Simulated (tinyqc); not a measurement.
Spin curve: spin coating of a resist or spin-on film: centrifugal thinning, evaporation and the final thickness (Emslie and Meyerhofer models). Computed by tinyqc, a small Python program. Command: `OMP_NUM_THREADS=1 python tinyqc.py 3113281 3113282 out.jsonl spincoat walk`. One thread of a shared host (Intel(R) Xeon(R) Processor @ 2.30GHz), about 0.1 s of CPU time with the checks.

A Newtonian film stays uniform over the wafer; solvent and solids have the same density and the concentration is uniform through the thickness.

Inputs (values chosen for the exercise, of the order of those of a polymer resist in an ester solvent): solids volume fraction c0 = 0.33; kinematic viscosity of the solvent nu_s = 1.5 mm^2/s; viscosity constant k = 710 mm^2/s; viscosity exponent gamma = 2.6; spin speed f = 2500 rpm; evaporation rate at 1000 rpm e0 = 0.081 micrometre/s; starting thickness h0 = 900 micrometre; wafer radius R = 150 mm.

Method:
- omega = 2 pi f/60; nu(c) = nu_s + k c^gamma; evaporation rate e = e0 sqrt(f/1000 rpm).
- Flow constant K = 2 omega^2/(3 nu(c0)); Reynolds number of the air omega R^2/nu_air with nu_air = 15 mm^2/s.
- Meyerhofer estimate: flow rules until (1 - c0) K h^3 = e, then evaporation alone: h_w = (e/((1 - c0) K))^(1/3), dry film c0 h_w.
- Full model for solids s and liquid l per area, h = s + l, c = s/h: ds/dt = -c Q, dl/dt = -(1 - c) Q - e, Q = 2 omega^2 h^3/(3 nu(c)); integrated adaptively (relative tolerance 1e-9) until l = 0.

dry film, estimate = 1837.32 nm

Dry film against speed:
```
f (rpm)  full model (nm)  estimate (nm)  time to dry (s)
500               4412.2         4108.4           184.58
1000              3119.9         2905.1            92.30
1500              2547.4         2372.0            61.53
2000              2206.1         2054.2            46.15
3000              1801.3         1677.2            30.77
4000              1560.0         1452.5            23.07
6000              1273.7         1186.0            15.38
```

What does the comparison show, and why?

The full thickness goes as f^-0.500; the estimate as (e/omega^2)^(1/3) = f^(-1/2). The time to dry goes as f^-1.00. A thickness window of 1 % allows a speed error of about 2 %. Caution: above a Reynolds number of about 3e5 the air flow near the rim turns turbulent, and evaporation is no longer uniform.
